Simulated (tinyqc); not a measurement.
# p-i-n junction, non-linear Poisson equation by Newton steps: what changes with what

One dimension, p side on the left, n side on the right; net doping C = -Na for x < 0, 0 for 0 < x < Li and +Nd beyond. The potential psi is counted from the intrinsic level, and the quasi-Fermi potentials are flat: 0 for holes and -V for electrons, so n = ni exp((psi + V)/Vt) and p = ni exp(-psi/Vt) (Boltzmann statistics, full ionisation, no current). Under reverse bias this makes the minority densities vanishingly small everywhere; they play no part in the charge.

Parameters, values chosen for the exercise; band and dielectric values close to those of gallium arsenide:
- T = 300 K (temperature)
- Eg = 1.44 eV (band gap)
- eps_r = 12.7 (relative permittivity)
- Nc = 4.46e17 cm^-3 (conduction-band density of states at T)
- Nv = 9.16e18 cm^-3 (valence-band density of states at T)
- Na = 2.9e18 cm^-3 (acceptor density of the p side)
- Nd = 2e17 cm^-3 (donor density of the n side)
- V = -1.8 V (bias of the p side against the n side)
- Li = 350 nm (width of the undoped layer, from x = 0 to Li)

Constants: q = 1.602176634e-19 C, kB = 1.380649e-23 J/K, Vt = kB T/q, eps0 = 8.8541878128e-14 F/cm where lengths are in cm. Results are converted to the units shown.

Each table varies one quantity; the others keep the values above.

## Capacitance and field against bias

The Poisson equation d/dx(eps0 eps_r dpsi/dx) = -q (p - n + C) is solved on a mesh of more than 1000 nodes that ends in neutral material (psi_p = -Vt ln(Na/ni), psi_n = Vt ln(Nd/ni) - V). C_j = q d/dV of the integral of p over x, from the linearised equation. ni = sqrt(Nc Nv) exp(-Eg/(2 Vt)), Eg in volts. Depletion approximation: Vbi = Vt ln(Na Nd/ni^2), W = sqrt(2 eps0 eps_r (Vbi - V)(1/Na + 1/Nd)/q), xp = W Nd/(Na + Nd), xn = W Na/(Na + Nd), peak field 2 (Vbi - V)/W, capacitance eps0 eps_r/W. The last column applies it to an abrupt Na-Nd junction.

Capacitance and field against bias:
```
V (V)  peak |E| (kV/cm)  C_j (nF/cm^2)  1/C_j^2 (cm^4/uF^2)  eps0 eps_r/C_j (nm)  abrupt depletion C (nF/cm^2)
0                 93.40          31.89                983.5                352.6                         110.1
-0.67             99.33          30.75                 1057                365.6                         90.46
-1.33             107.1          30.02                 1109                374.6                         78.72
-2                116.5          29.41                 1156                382.3                         70.51
-2.67             127.4          28.87                 1199                389.4                         64.43
-3.33             139.3          28.39                 1241                396.1                         59.76
-4                152.2          27.93                 1282                402.7                         55.92
```

With V going from 0 to -4 V, C_j falls from 31.9 to 27.9 nF/cm^2 and the peak field rises from 93.4 to 152 kV/cm. The slope of 1/C_j^2, read as N = 2/(q eps0 eps_r |slope|), gives 1.01e17 cm^-3 between the first two rows and 1.80e17 cm^-3 between the last two, against Na Nd/(Na + Nd) = 1.87e17 cm^-3; it is not a straight line, so no single doping describes it. At the end C_j goes as (Vbi - V)^(-0.12) with Vbi = 1.39 V, and it is 50 % below the abrupt depletion formula (at the first row 71 % below it).

## Effect of the width of the undoped layer

Same model as above.

The abrupt values quoted are those of these depletion formulas.

Effect of the width of the undoped layer:
```
Li (nm)  peak |E| (kV/cm)  C_j (nF/cm^2)  eps0 eps_r/C_j (nm)
44                    308           70.5                  160
62                    276           68.0                  165
88                    238           63.6                  177
120                   202           57.8                  195
180                   159           47.6                  236
250                   132           38.5                  292
350                   114           29.6                  380
```

What does the comparison show?

As Li grows from 44 to 350 nm, the peak field falls from 308 to 114 kV/cm and C_j falls from 70.5 to 29.6 nF/cm^2. The abrupt depletion formulas give 412 kV/cm and W = 155 nm; the first row's field is 25 % below that and the last row's 72 % below it. The same voltage drops over a longer distance, so the field falls.

Computed by the program tinyqc: `OMP_NUM_THREADS=1 python tinyqc.py 2000064 2000065 out.jsonl`, one thread of a shared Intel Xeon 2.30GHz, about 0.06 s for the whole run.
